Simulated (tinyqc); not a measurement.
Worked calculation: one-electron ion in a basis of Gaussians. One step of it, computed by the program tinyqc.

Question. Matrices over normalised Gaussians. With p = a_i + a_j and I(k) = Gamma((k+1)/2) / (2 p^((k+1)/2)): S = I(2l+2), T = (2l+3) a_i a_j S / p, V = -Z I(2l+1), each divided by sqrt(S_ii S_jj).

exponents of r^l exp(-a r^2) (1/bohr^2): 0.029170  0.040600  0.056500  0.078630  0.109400

Z = 4

l = 2

Give: S; T; V.

Answer.

S, lower triangle:
```
,1,2,3,4,5
1,1.000
2,0.954,1.000
3,0.829,0.954,1.000
4,0.661,0.829,0.954,1.000
5,0.489,0.661,0.829,0.954,1.000
```

T (hartree), lower triangle:
```
,1,2,3,4,5
1,0.102
2,0.113,0.142
3,0.112,0.158,0.198
4,0.098,0.155,0.219,0.275
5,0.079,0.137,0.216,0.305,0.383
```

V (hartree), lower triangle:
```
,1,2,3,4,5
1,-0.581
2,-0.606,-0.686
3,-0.584,-0.715,-0.809
4,-0.523,-0.689,-0.844,-0.955
5,-0.439,-0.617,-0.813,-0.995,-1.126
```
